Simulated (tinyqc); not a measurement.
# Worked calculation: MOS inversion layer, Poisson-Schroedinger loop

tinyqc, about 0.5 s, one thread, Intel Xeon 2.30GHz (shared host): `OMP_NUM_THREADS=1 python tinyqc.py 2160166 2160167 out.jsonl` Printed values are rounded.

Electrons confined at an insulator interface at z = 0, treated as a hard wall; parabolic valleys, Hartree approximation, no image or exchange terms. The depletion charge lies far deeper than the electrons and gives a uniform field q Nd/(eps0 eps_r); the gate balances all charge. Energies are counted from the band edge at the interface.

Values chosen for this exercise; masses and permittivity close to those of germanium (100): temperature T = 400 K; relative permittivity eps_r = 16.2; mass along z of valley set A (4 valley(s)) mz1 = 0.121 m0; in-plane density-of-states mass of set A md1 = 0.294 m0; sheet density of electrons Ns = 1.3e12 cm^-2; sheet density of depletion charge Nd = 2.5e11 cm^-2; mesh step hz = 2.7 nm; mixing factor a = 0.5.

Constants: q = 1.602176634e-19 C, kB = 1.380649e-23 J/K, hbar = 1.054571817e-34 J s, m0 = 9.1093837015e-31 kg, Vt = kB T/q, eps0 = 8.8541878128e-14 F/cm where lengths are in cm, hbar^2/(2 m0) = 0.0380998212 eV nm^2. Results are converted to the units shown.

## Fixed part of the potential

| node | z (nm) |
|---|---|
| 1 | 2.7 |
| 2 | 5.4 |
| 3 | 8.1 |
| 4 | 10.8 |
| 5 | 13.5 |
| 6 | 16.2 |
| 7 | 18.9 |
| 8 | 21.6 |
| 9 | 24.3 |
| 10 | 27 |
| 11 | 29.7 |
| 12 | 32.4 |
| 13 | 35.1 |
| 14 | 37.8 |
| 15 | 40.5 |
| 16 | 43.2 |

V0 = q Nd z/(eps0 eps_r) in eV.

| node | fixed potential V0 (eV) |
|---|---|
| 1 | 0.007540 |
| 2 | 0.015079 |
| 3 | 0.022619 |
| 4 | 0.030159 |
| 5 | 0.037698 |
| 6 | 0.045238 |
| 7 | 0.052777 |
| 8 | 0.060317 |
| 9 | 0.067857 |
| 10 | 0.075396 |
| 11 | 0.082936 |
| 12 | 0.090476 |
| 13 | 0.098015 |
| 14 | 0.105555 |
| 15 | 0.113095 |
| 16 | 0.120634 |

## Round 1: levels and probability densities

| node | self-consistent potential U at the start (eV) |
|---|---|
| 1 | 0 |
| 2 | 0 |
| 3 | 0 |
| 4 | 0 |
| 5 | 0 |
| 6 | 0 |
| 7 | 0 |
| 8 | 0 |
| 9 | 0 |
| 10 | 0 |
| 11 | 0 |
| 12 | 0 |
| 13 | 0 |
| 14 | 0 |
| 15 | 0 |
| 16 | 0 |

Tridiagonal Hamiltonian with psi = 0 one step beyond both ends: H_ii = C (1/m_(i-1/2) + 1/m_(i+1/2))/hz^2 + V0_i + U_i, H_(i,i+1) = -C/(m_(i+1/2) hz^2), C = hbar^2/(2 m0). The lowest 2 level(s) are kept, normalised to hz sum |psi|^2 = 1. The mass is the same on all intervals.

levels (eV): A1 0.0311583, A2 0.0539187

| node | \|psi\|^2 of A1 (1/nm) | \|psi\|^2 of A2 (1/nm) |
|---|---|---|
| 1 | 0.056687 | 0.0505569 |
| 2 | 0.119708 | 0.0433727 |
| 3 | 0.105682 | 0.0000194 |
| 4 | 0.057560 | 0.0410655 |
| 5 | 0.022258 | 0.0889353 |
| 6 | 0.006570 | 0.0794119 |
| 7 | 0.001548 | 0.0435747 |
| 8 | 0.000300 | 0.0169454 |
| 9 | 0.000049 | 0.0050250 |
| 10 | 0.000007 | 0.0011885 |
| 11 | 0.000001 | 0.0002312 |
| 12 | 0.000000 | 0.0000378 |
| 13 | 0.000000 | 0.0000053 |
| 14 | 0.000000 | 0.0000006 |
| 15 | 0.000000 | 0.0000001 |
| 16 | 0.000000 | 0.0000000 |

## Round 1: Fermi level and occupations

Level k holds N_k = D_k Vt ln(1 + exp((EF - E_k)/Vt)) with D = 4 md1 m0 q/(pi hbar^2) per eV (spin included); EF is fixed by sum N_k = Ns.

EF = -0.0709491 eV
N_k (cm^-2): A1 8.53589e11, A2 4.46411e11

## Round 1: density, output potential and mixing

n_i = sum_k N_k |psi_k|^2 (converted to cm^-3). Hartree part by Gauss: on the interval before node i the electrons still beyond are S_i = Ns - hz sum_(j<i) n_j, and U_i = U_(i-1) + q S_i hz/(eps0 eps_r) in eV, U_0 = 0 at the interface. Mixing: U(new) = U + a (U(out) - U).

| node | n (1e18 cm^-3) | U(out) (eV) | U after round 1 (eV) |
|---|---|---|---|
| 1 | 0.70957 | 0.039206 | 0.0196031 |
| 2 | 1.21544 | 0.072634 | 0.0363172 |
| 3 | 0.90218 | 0.096166 | 0.0480828 |
| 4 | 0.67465 | 0.112350 | 0.0561752 |
| 5 | 0.58701 | 0.123042 | 0.0615209 |
| 6 | 0.41059 | 0.128953 | 0.0644767 |
| 7 | 0.20774 | 0.131522 | 0.0657608 |
| 8 | 0.07821 | 0.132398 | 0.0661991 |
| 9 | 0.02285 | 0.132638 | 0.0663190 |
| 10 | 0.00536 | 0.132692 | 0.0663459 |
| 11 | 0.00104 | 0.132702 | 0.0663509 |
| 12 | 0.00017 | 0.132703 | 0.0663517 |
| 13 | 0.00002 | 0.132704 | 0.0663518 |
| 14 | 0.00000 | 0.132704 | 0.0663518 |
| 15 | 0.00000 | 0.132704 | 0.0663518 |
| 16 | 0.00000 | 0.132704 | 0.0663518 |

## Round 2: levels and probability densities

As before.

levels (eV): A1 0.068469, A2 0.105750

| node | \|psi\|^2 of A1 (1/nm) | \|psi\|^2 of A2 (1/nm) |
|---|---|---|
| 1 | 0.138045 | 0.076071 |
| 2 | 0.150231 | 0.002467 |
| 3 | 0.062722 | 0.057109 |
| 4 | 0.015935 | 0.111360 |
| 5 | 0.002941 | 0.077524 |
| 6 | 0.000435 | 0.032782 |
| 7 | 0.000054 | 0.010061 |
| 8 | 0.000006 | 0.002426 |
| 9 | 0.000001 | 0.000479 |
| 10 | 0.000000 | 0.000079 |
| 11 | 0.000000 | 0.000011 |
| 12 | 0.000000 | 0.000001 |
| 13 | 0.000000 | 0.000000 |
| 14 | 0.000000 | 0.000000 |
| 15 | 0.000000 | 0.000000 |
| 16 | 0.000000 | 0.000000 |

## Round 2: Fermi level and occupations

As before.

EF = -0.0292516 eV
N_k (cm^-2): A1 9.66183e11, A2 3.33817e11

## Round 2: density, output potential and mixing

As before.

| node | n (1e18 cm^-3) | U(out) (eV) | U after round 2 (eV) |
|---|---|---|---|
| 1 | 1.58771 | 0.0392061 | 0.0294046 |
| 2 | 1.45974 | 0.0654838 | 0.0509005 |
| 3 | 0.79665 | 0.0798751 | 0.0639789 |
| 4 | 0.52570 | 0.0877795 | 0.0719773 |
| 5 | 0.28721 | 0.0914031 | 0.0764620 |
| 6 | 0.11363 | 0.0926881 | 0.0785824 |
| 7 | 0.03411 | 0.0930479 | 0.0794043 |
| 8 | 0.00815 | 0.0931298 | 0.0796645 |
| 9 | 0.00160 | 0.0931454 | 0.0797322 |
| 10 | 0.00027 | 0.0931479 | 0.0797469 |
| 11 | 0.00004 | 0.0931482 | 0.0797496 |
| 12 | 0.00000 | 0.0931483 | 0.0797500 |
| 13 | 0.00000 | 0.0931483 | 0.0797500 |
| 14 | 0.00000 | 0.0931483 | 0.0797501 |
| 15 | 0.00000 | 0.0931483 | 0.0797501 |
| 16 | 0.00000 | 0.0931483 | 0.0797501 |

## Course of the self-consistent loop

Start from U = 0. Stop when the largest |U(out) - U| is below 1e-7 eV, or after 120 rounds.

Course of the iteration:

| round | level A1 (eV) | EF (eV) | largest \|U(out) - U\| (eV) |
|---|---|---|---|
| 1 | 0.0311583 | -0.0709491 | 0.133 |
| 2 | 0.0684693 | -0.0292516 | 0.0318 |
| 3 | 0.0814200 | -0.0159800 | 0.0136 |
| 4 | 0.0873411 | -0.0100362 | 6.27e-3 |
| 5 | 0.0901683 | -0.00722238 | 3.01e-3 |
| 6 | 0.0915421 | -0.00585863 | 1.46e-3 |
| 7 | 0.0922151 | -0.00519073 | 7.12e-4 |
| 8 | 0.0925463 | -0.00486187 | 3.48e-4 |
| 9 | 0.0927098 | -0.00469943 | 1.71e-4 |
| ... | ... | ... | ... |
| 12 | 0.0928508 | -0.00455928 | 2.06e-5 |
| 13 | 0.0928607 | -0.00454943 | 1.02e-5 |
| 14 | 0.0928656 | -0.00454452 | 5.07e-6 |
| 15 | 0.0928680 | -0.00454208 | 2.52e-6 |
| 16 | 0.0928693 | -0.00454086 | 1.25e-6 |
| 17 | 0.0928699 | -0.00454025 | 6.23e-7 |
| 18 | 0.0928702 | -0.00453995 | 3.10e-7 |
| 19 | 0.0928703 | -0.00453980 | 1.55e-7 |
| 20 | 0.0928704 | -0.00453972 | 7.70e-8 |

Converged in 20 rounds. Towards the end the residual shrinks by a factor of about 0.50 a round.

## Converged levels, occupations and centroid

| node | converged U (eV) |
|---|---|
| 1 | 0.0392060 |
| 2 | 0.0636222 |
| 3 | 0.0767757 |
| 4 | 0.0841722 |
| 5 | 0.0877209 |
| 6 | 0.0890601 |
| 7 | 0.0894607 |
| 8 | 0.0895579 |
| 9 | 0.0895774 |
| 10 | 0.0895807 |
| 11 | 0.0895812 |
| 12 | 0.0895812 |
| 13 | 0.0895812 |
| 14 | 0.0895812 |
| 15 | 0.0895812 |
| 16 | 0.0895812 |

Solve for the levels with V0 + U, find EF, n_i = sum_k N_k |psi_k|^2 (in cm^-3); share of each level N_k/Ns; centroid sum n z/sum n.

levels (eV): A1 0.092870, A2 0.131360
EF = -0.00453972 eV
shares (%): A1 74.9758, A2 25.0242

| node | n (1e18 cm^-3) |
|---|---|
| 1 | 1.81632 |
| 2 | 1.38315 |
| 3 | 0.70700 |
| 4 | 0.47255 |
| 5 | 0.27134 |
| 6 | 0.11527 |
| 7 | 0.03726 |
| 8 | 0.00953 |
| 9 | 0.00199 |
| 10 | 0.00035 |
| 11 | 0.00005 |
| 12 | 0.00001 |
| 13 | 0.00000 |
| 14 | 0.00000 |
| 15 | 0.00000 |
| 16 | 0.00000 |

centroid = 6.16918 nm

An 800-node mesh to 75 nm with 8 levels a set gives A1 = 0.09563 eV, EF = -0.006173 eV and a centroid of 8.213 nm; the levels kept above hold 83.6 % of the electrons there. The coarse centroid is 25 % below the fine one.

## Closed-form estimates

Triangular well: E_k = a_k (C F^2/mz)^(1/3), a_1 = 2.338107, a_2 = 4.087949, C = hbar^2/(2 m0), F in eV/nm. Fang-Howard (all electrons in the lowest level of set A): b^3 = 6 (mz1/C) q (Nd + 11 Ns/32)/(eps0 eps_r), centroid 3/b, level C b^2/(4 mz1) + (3/b) q (Nd + 11 Ns/16)/(eps0 eps_r). Use F = q (Nd + Ns)/(eps0 eps_r), the surface field, and F = q (Nd + Ns/2)/(eps0 eps_r).

A1 with the surface field = 0.106454 eV
A1 with Nd + Ns/2 = 0.0740917 eV
A2 with Nd + Ns/2 = 0.129542 eV
b = 0.529345 1/nm
Fang-Howard centroid = 5.66739 nm
Fang-Howard level = 0.0944611 eV

Against the self-consistent A1 = 0.09563 eV on a fine mesh, the surface-field estimate is 11 % above it, the half-charge one 23 % below it and Fang-Howard 1.2 % below it. A1 holds 66.2 % of the electrons, and the Fang-Howard centroid is 31 % below the full one.
